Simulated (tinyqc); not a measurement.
Vacuum evaporation: vapour pressure, source flux, thickness distribution, purity and step coverage: one step, computed by the program tinyqc. Command: `OMP_NUM_THREADS=1 python tinyqc.py 3114361 3114362 out.jsonl evap walk`. One thread of a shared host (Intel(R) Xeon(R) Processor @ 2.30GHz), about 0.01 s of CPU time with the checks.

Molecular flow, unit sticking of the metal, no re-evaporation. The background gas is taken as water vapour (18.015 g/mol, collision diameter 0.37 nm) at 300 K.

Question. Offset source and rotation. Rotating wafer, source offset by s and facing upwards: thickness at radius r is the mean over the angle a of (1 + (r^2 + s^2 - 2 r s cos a)/h^2)^(-(n + 3)/2), by 360 equal steps; non-uniformity (max - min)/(max + min) over 21 radii from 0 to R.

Inputs (values chosen for the exercise, modelled on aluminium, with constants for the liquid):

| quantity | value | unit |
|---|---|---|
| directionality n | 1 | - |
| source-to-wafer distance h | 64 | cm |
| wafer radius R | 10 | cm |
| source offset from the axis s/h | 0.63 | - |

Give: centre thickness relative to an axial source; edge over centre, rotating; non-uniformity, rotating.

Answer.

centre thickness relative to an axial source = 0.5125

edge over centre, rotating = 0.9944

non-uniformity, rotating = 0.2796 %
